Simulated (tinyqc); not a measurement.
Inside a calculation. Model: strain, valley repopulation and piezoresistance in a many-valley conduction band. Computed by tinyqc, a small Python program that keeps every step. Command: `OMP_NUM_THREADS=1 python tinyqc.py 3031115 3031116 out.jsonl valleys walk`. One thread of a shared host (Intel(R) Xeon(R) Processor @ 2.30GHz), about 0.03 s of CPU time with the checks. Intermediate numbers are printed to about 6 digits and carried at full precision; extremes and crossings named in words are read from the listed rows.

Valleys are ellipsoids with mass m_l along the axis a and m_t across it, parabolic, with one constant relaxation time; strain shifts the valleys and leaves the masses alone. Currents are taken along [100], along the load, and along [010], across the load.

Inputs (values chosen for the exercise, modelled on silicon):
```
quantity,value,unit
longitudinal mass m_l,0.921,m_0
transverse mass m_t,0.195,m_0
shear deformation potential Xi_u,9.44,eV
dilation deformation potential Xi_d,1.1,eV
C11,165,GPa
C12,64.3,GPa
C44,80.1,GPa
stress X (tension positive),-490,MPa
electron density n,5.1e+17,1/cm^3
relaxation time tau,180,fs
temperature T,300,K
```

Valley axes: <100> (6 valleys in 3 pairs). Load: uniaxial [100].

Constants: k_B = 8.617333262e-05 eV/K; m_0 = 9.1093837015e-31 kg; k_B = 1.380649e-23 J/K; hbar = 1.054571817e-34 J s; e = 1.602176634e-19 C.

## Strain

Compliances S11 = (C11 + C12)/((C11 - C12)(C11 + 2 C12)), S12 = -C12/((C11 - C12)(C11 + 2 C12)), S44 = 1/C44; stress sigma_ij = X n_i n_j for the unit vector n of the load; e_xx = S11 sigma_xx + S12 (sigma_yy + sigma_zz), e_xy = S44 sigma_xy/2 (tensor strain).

strain tensor (%):
```
,x,y,z
x,-0.380027,0.000000,0.000000
y,0.000000,0.106567,0.000000
z,0.000000,0.000000,0.106567
```

## Valley shifts

Herring-Vogt shift of a valley with unit axis a: dE = Xi_d tr(e) + Xi_u a.e.a.

shifts dE (meV): x -37.7104, y 8.2241, z 8.2241

splitting (highest minus lowest) = 45.9345 meV

Lowest: x; the splitting is 1.78 k_B T.

## Populations

Each of the 6 valleys holds n_v = N_v (2/sqrt(pi)) F_1/2((E_F - dE_v)/(k_B T)), N_v = 2 (m_d k_B T/(2 pi hbar^2))^(3/2), m_d = (m_l m_t^2)^(1/3); E_F solves sum n_v = n and is counted from the unstrained edge. F_j(eta) = int_0^infinity x^j/(1 + exp(x - eta)) dx, without a gamma-function factor. It is evaluated after integrating by parts. Integrals over x = E/(k_B T) use 160 Gauss-Legendre points in u = sqrt(x) from 0 to sqrt(max(eta, 0) + 32).

Fermi level E_F = -120.265 meV

share of the electrons (per pair): x 0.744945, y 0.127527, z 0.127527

## Mobility tensor and resistance change

Mobility tensor mu = e tau sum_v (n_v/n) [1/m_t + (1/m_l - 1/m_t) a a^T]; unstrained mu_0 = e tau (1/m_l + 2/m_t)/3; resistivity along d from the inverse tensor, rho_d = d.mu^-1.d/(n e), mobility along d = 1/(d.mu^-1.d); gauge pi_d = (rho_d/rho_0 - 1)/X.

mobility tensor (cm^2/(V s)):
```
,x,y,z
x,670.16,0.00,0.00
y,0.00,1460.32,0.00
z,0.00,0.00,1460.32
```

unstrained mobility mu_0 = 1196.93 cm^2/(V s)

mobility along the first direction = 670.158 cm^2/(V s)

mobility along the second direction = 1460.32 cm^2/(V s)

resistance change along the first direction = 78.6044 %

resistance change along the second direction = -18.0363 %

The mobility lies between e tau/m_l = 344 and e tau/m_t = 1620; the trace stays at 3 mu_0. Along the first direction the filled valleys present more of their heavy mass.

## Linear piezoresistance coefficients

With eta_0 the reduced Fermi level without strain, r = F_-1/2(eta_0)/(2 F_1/2(eta_0)) (1 for a classical gas) and c = r (Xi_u/k_B T) (m_l - m_t)/(2 m_l + m_t): pi11 = -(2/3) c (S11 - S12), pi12 = -pi11/2, pi44 = 0, with S11 - S12 = 1/(C11 - C12).

eta_0 = -4.00544

degeneracy factor r = 0.993645

pi11 = -85.6118 1e-11/Pa

pi12 = 42.8059 1e-11/Pa

pi44 = 0 1e-11/Pa

The gas is classical, so the coefficients follow 1/T.

## Full result against the linear law

Linear theory: pi_l = pi11, pi_t = pi12.

Resistance changes (%); at 2000 MPa the strain is near or above 1 %, where band warping, left out here, matters:
```
X (MPa),splitting (meV),largest share,first direction,linear,second direction,linear
-2000,187.488,0.998558,246.345,171.224,-26.2339,-85.6118
-1000,93.744,0.948599,192.273,85.612,-24.7513,-42.8059
-400,37.498,0.678609,58.523,34.245,-15.5824,-17.1224
-150,14.062,0.461844,15.929,12.842,-6.4287,-6.4209
-50,4.687,0.374485,4.603,4.281,-2.1527,-2.1403
50,4.687,0.352720,-3.981,-4.281,2.1167,2.1403
150,14.062,0.387256,-10.339,-12.842,6.1183,6.4209
400,37.498,0.447227,-19.585,-34.245,13.8663,17.1224
1000,93.744,0.493373,-25.497,-85.612,20.6444,42.8059
2000,187.488,0.499821,-26.255,-171.224,21.6563,85.6118
```

Along the first direction the linear law holds within 10 % for 2 of the 10 stresses, at -50.0, 50.0 MPa. At the largest compression the full change is +246.3 % against the linear +171.2 %, at the largest tension -26.3 % against -171.2 %: once the splitting is comparable with k_B T (or E_F) the populations no longer follow it linearly, and the change must saturate when the upper valleys are empty.

Checks made by the program: trace of the tensor against 3 mu_0 (relative difference below 1e-10); linear coefficients against the full calculation at 0.01 MPa (relative difference 1e-05).
